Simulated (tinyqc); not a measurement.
# Tunnel rates from the two plateau currents

Inverse problem. With only the 0-1 transition of a spin-degenerate level in the bias window, I = 2 q G_in G_out/(2 G_in + G_out). Find GL and GR.

Constants: q = 1.602176634e-19 C. Results are converted to the units shown.

sizes of the plateau currents for electrons entering from the left and from the right (pA): [69.873708, 120.91427]

Answer. q/I(left) = 1/GR + 1/(2 GL) and q/I(right) = 1/GL + 1/(2 GR) are linear in 1/GL and 1/GR.

GL = 4.200 1/ns
GR = 0.4600 1/ns

Computed by the program tinyqc: `OMP_NUM_THREADS=1 python tinyqc.py 2780021 2780022 out.jsonl`, one thread of a shared Intel Xeon 2.30GHz, about 0.01 s for the whole run.
